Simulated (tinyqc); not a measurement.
Cyclotron resonance of ellipsoidal valleys, Ge type: sweeps and comparisons. A value that a table varies takes the place of the one given here.

Valleys along [111], [-111], [1-11], [11-1], mass ml along the axis and mt across it. B lies in the (1-10) plane, b = (sin(theta)/sqrt2, sin(theta)/sqrt2, cos(theta)). For the angle phi between B and the axis, 1/mc^2 = cos^2(phi)/mt^2 + sin^2(phi)/(mt ml). Resonance: h nu = 2 muB B/mc, h = 2 pi hbar.

Constants: hbar = 6.58211957e-16 eV s; muB = 5.788381798e-05 eV/T.

Parameters, chosen for this exercise (near those of Ge; not measured data):
- ml = 1.546 m0 (longitudinal mass)
- mt = 0.083 m0 (transverse mass)
- ths = (0, 10, 25, 35, 55, 70, 90) degrees (angles)
- g1 = 13.43 (Luttinger gamma1)
- g2 = 4.25 (gamma2)
- g3 = 5.65 (gamma3)
- theta = 65 degrees (angle of B from [001] towards [110])
- nu = 35 GHz (microwave frequency)

## Rotating the field

mc against theta; [-111] and [1-11] stay equal in this plane.

Cyclotron masses (m0):

| theta (degrees) | [111] | [-111] | [11-1] |
|---|---|---|---|
| 0 | 0.1366 | 0.1366 | 0.1366 |
| 10 | 0.1139 | 0.1384 | 0.1746 |
| 25 | 0.0948 | 0.1484 | 0.2868 |
| 35 | 0.0879 | 0.1611 | 0.3581 |
| 55 | 0.0830 | 0.2092 | 0.2065 |
| 70 | 0.0859 | 0.2758 | 0.1382 |
| 90 | 0.1003 | 0.3582 | 0.1003 |

All valleys give one line at theta = 0, B along [001], with mc = 0.1366. The [111] valley reaches mt at 54.7 degrees, and [11-1] reaches its largest value sqrt(ml mt) = 0.3582 at 35.3 degrees, where B is perpendicular to it; the listed maximum of that branch is 0.3581. The pair [-111], [1-11] reaches the same value at 90 degrees.

## Heavy and light holes (cyclotron masses of warped hole bands)

E = c k^2 f(n) with f = g1 -/+ 2 sqrt(g2^2 + 3 (g3^2 - g2^2)(nx^2 ny^2 + ny^2 nz^2 + nz^2 nx^2)). For the orbit through k = 0 perpendicular to b = (sin(theta)/sqrt2, sin(theta)/sqrt2, cos(theta)), mc is the mean of 1/f over the directions n in that plane (180 evenly spaced angles). Quantum effects of the lowest levels are left out.

Cyclotron masses (m0):

| theta (degrees) | heavy | light |
|---|---|---|
| 0 | 0.2733 | 0.0434 |
| 10 | 0.2801 | 0.0433 |
| 25 | 0.3127 | 0.0425 |
| 35 | 0.3397 | 0.0420 |
| 55 | 0.3622 | 0.0415 |
| 70 | 0.3581 | 0.0417 |
| 90 | 0.3545 | 0.0421 |

The heavy mass varies by 33 % over the table, with its largest listed value at 55 degrees ([111] lies at 54.7) and its smallest at 0; the light mass varies by 4.7 %. The warping term enters both with the same size, but it is set against a small inverse mass in one and a large one in the other (along [111], g1 - 2 g3 = 2.13 and g1 + 2 g3 = 24.73).

## What each parameter does

Resonance fields B = h nu mc/(2 muB) of the valleys [111], [-111] and [11-1]. Each row changes one parameter from the base and keeps the others.

Results:

| case | [111] (T) | [-111] (T) | [11-1] (T) |
|---|---|---|---|
| base | 0.1054 | 0.3129 | 0.1939 |
| ml = 1.778 m0 | 0.1054 | 0.3227 | 0.1957 |
| mt = 0.075 m0 | 0.0952 | 0.2892 | 0.1764 |
| theta = 69 degrees | 0.1069 | 0.3381 | 0.1765 |
| nu = 38.5 GHz | 0.1159 | 0.3442 | 0.2133 |

The largest shifts from the base row, up to three for each result and ties (the steps differ in size, so this ranks the rows, not the parameters). [111] (T): nu +0.0105, mt -0.0101, theta +0.0015; unchanged at the printed digits by ml. [-111] (T): nu +0.0313, theta +0.0253, mt -0.0237. [11-1] (T): nu +0.0194, mt -0.0175, theta -0.0173.

Run: tinyqc, `OMP_NUM_THREADS=1 python tinyqc.py 1250409 1250410 out.jsonl`; Intel(R) Xeon(R) Processor @ 2.30GHz, one thread, shared host; about 0.01 s of CPU time with all checks.
